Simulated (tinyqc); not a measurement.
What moves the results: quantum well in an electric field by finite differences. A value that a table varies takes the place of the one given here.

Finite differences on points z_i at the centres of cells of width h: H_ii = (c/h^2)(1/m_(i-1/2) + 1/m_(i+1/2)) + V_i, H_(i,i+1) = -(c/h^2)/m_(i+1/2), where m_(i+1/2) is the mean of the masses at the two points (the end values are repeated outwards), psi = 0 on the points beyond both ends, c = hbar^2/2m0. The field adds e F (z - z0) with z0 the middle of the structure; 1 kV/cm = 1e-5 eV/angstrom.

Constants: hbar^2/2m0 = 3.80998211 eV angstrom^2.

Values chosen for the exercise (near those of a non-polar GaN well in AlGaN; the results hold for these values, not for the real material):
- layers = ((40, 0.27, 0.222), (40, 0, 0.196), (40, 0.27, 0.222)) (each layer: thickness in angstrom, band edge in eV, mass in m0)
- hf = 0.625 angstrom (cell width of the fine grid)
- Fs = (0, 16.7, 33.3, 50, 66.7, 83.3, 100) kV/cm (fields)
- F = 64 kV/cm (field along z)
- Lw = 40 angstrom (well width)
- Lb = 40 angstrom (each outer barrier)
- V0 = 0.27 eV (barrier height)
- mw = 0.196 m0 (mass in the well)
- mb = 0.222 m0 (mass in the barriers)

## Stark shift

Fine grid. Perturbation theory: dE1 = e F z_11 - beta (e F)^2 with beta = sum_j z_1j^2/(E_j - E_1) over the 13 next levels at zero field, z from z0.

Levels against field:
```
F (kV/cm)  E1 (eV)  E2 (eV)  dE1 (meV)  second order (meV)  <z - z0> (angstrom)  E2 - E1 (meV)
0           0.0559   0.2060       0.00                0.00                  0.0          150.1
16.7        0.0559   0.2059      -0.02               -0.02                 -0.3          150.1
33.3        0.0558   0.2059      -0.09               -0.09                 -0.6          150.1
50.0        0.0557   0.2057      -0.21               -0.21                 -0.8          150.0
66.7        0.0555   0.2055      -0.38               -0.38                 -1.1          150.0
83.3        0.0553   0.2052      -0.59               -0.59                 -1.4          149.9
100         0.0550   0.2049      -0.85               -0.85                 -1.7          149.8
```

z_11 = 0.00 angstrom
beta = 847.3 angstrom^2/eV

At zero field the state is centred, so the shift starts as F^2; it turns linear only if the state is pulled to one side. At 100 kV/cm E1 has moved by -0.85 meV, where second order gives -0.85 meV; they differ by 0.0 % there. The electron moves by -1.7 angstrom, against the rise of the potential. E2 - E1 shrinks with the field; the ends are 150.1 and 149.8 meV.

## Order of mass and momentum

Fine grid. Hermitian kinetic operators m^a p m^b p m^a with 2a + b = -1: H_ii = (c/h^2) m_i^(2a) (m_(i-1/2)^b + m_(i+1/2)^b) + V_i, H_(i,i+1) = -(c/h^2) m_i^a m_(i+1)^a m_(i+1/2)^b; BenDaniel-Duke is a = 0. The halved form has H_ii = 2c/(h^2 m_i) + V_i and H_(i,i+1) = -(c/2h^2)(1/m_i + 1/m_(i+1)). The shifts are measured against BenDaniel-Duke; the last column repeats E1 with cells of hf/4.

Levels (eV):
```
operator                            E1      E2  E1 - E1(BDD) (meV)  E1 at hf/4
BenDaniel-Duke                  0.0555  0.2055                 0.0      0.0556
(1/m) p^2 + p^2 (1/m), halved   0.0575  0.2063                 2.0      0.0519
m^(-1/2) p^2 m^(-1/2)           0.0592  0.2111                 3.7      0.0592
m^(-1/4) p m^(-1/2) p m^(-1/4)  0.0574  0.2083                 1.8      0.0574
one mass, the smallest          0.0574  0.2086                 1.8      0.0574
```

The three forms m^a p m^b p m^a span 3.7 meV in E1, 2 % of E2 - E1; they differ only at the mass steps (largest to smallest mass 1.13), where m^a psi is the continuous quantity. Dropping the mass step altogether moves E1 by +1.8 meV. Refining the grid moves the halved form by -5.6 meV, against at most 0.03 meV for the other three: at an abrupt step it has no limit as the grid is refined.

## What each parameter does

Three layers: barrier, well, barrier; fine grid. The Stark shift is E1(F) - E1(0). Each row changes one parameter from the base and keeps the others.

Results:
```
case              E1 (eV)  E2 - E1 (meV)  Stark shift (meV)  <z - z0> (angstrom)
base               0.0555          150.0              -0.35                -1.08
Lw = 50 angstrom   0.0404          116.3              -0.58                -1.82
Lb = 50 angstrom   0.0555          149.4              -0.35                -1.09
V0 = 0.324 eV      0.0589          163.0              -0.29                -0.92
mw = 0.2254 m0     0.0523          140.7              -0.35                -1.08
mb = 0.1776 m0     0.0588          152.3              -0.34                -1.07
F = 32 kV/cm       0.0558          150.1              -0.09                -0.54
```

The largest shifts from the base row, up to three for each result and ties (the steps differ in size, so this ranks the rows, not the parameters). E1 (eV): Lw -0.0152, V0 +0.0034, mb +0.0033; unchanged at the printed digits by Lb. E2 - E1 (meV): Lw -33.7, V0 +13.1, mw -9.2. Stark shift (meV): F +0.26, Lw -0.23, V0 +0.05; unchanged at the printed digits by Lb and mw. <z - z0> (angstrom): Lw -0.73, F +0.54, V0 +0.16; unchanged at the printed digits by mw.

Computed by tinyqc, a small Python program: `OMP_NUM_THREADS=1 python tinyqc.py 1251479 1251480 out.jsonl` (the numbers bound the seed that draws the inputs); one thread of a shared host (Intel(R) Xeon(R) Processor @ 2.30GHz), about 0.02 s for the whole set of steps.
